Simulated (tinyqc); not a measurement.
Global model of a low-pressure process discharge: electron temperature, density, ion flux and ion energy: one step, computed by the program tinyqc.

Maxwellian electrons with temperature T_e in eV, one positive ion, no negative ions, uniform bulk density n; rate constants have the Arrhenius form.

Question. Biased electrode. All bias power goes to ions: V_b = P_b/(J pi r^2). Debye length at the sheath edge lambda_D = sqrt(eps_0 T_e/(e h_L n)); Child-law sheath s = (sqrt2/3) lambda_D (2 V/T_e)^(3/4), V = V_b + V_s; ion transit time tau_i = 3 s sqrt(M/(2 e V)); collisions in the sheath s/lambda_i.

Inputs (values chosen for the exercise, of the order of those of an inductive discharge in a simple atomic gas): ion mass M = 32 u; gas temperature T_g = 400 K; bias power P_b = 57 W; radius of the biased electrode = 7.5 cm; bias frequency = 2 MHz.

ion current density J = 1.685665 mA/cm^2

T_e = 2.036843 eV

h_L = 0.1684136

plasma density n = 2.520864e+11 1/cm^3

wall potential V_s = 9.304338 V

ion mean free path = 0.1278379 cm

Constants: eps_0 = 8.8541878128e-12 F/m; e = 1.602176634e-19 C; u = 1.6605390666e-27 kg.

Give: bias voltage V_b; lambda_D; sheath width s; ion transit time; transit time over bias period; s/lambda_i.

Answer.

bias voltage V_b = 191.4 V

lambda_D = 51.49 micrometre

sheath width s = 1.277 mm

ion transit time = 110.1 ns

transit time over bias period = 0.2202

s/lambda_i = 0.9985

Many ions collide in the sheath, which lowers their energy and widens their angles.
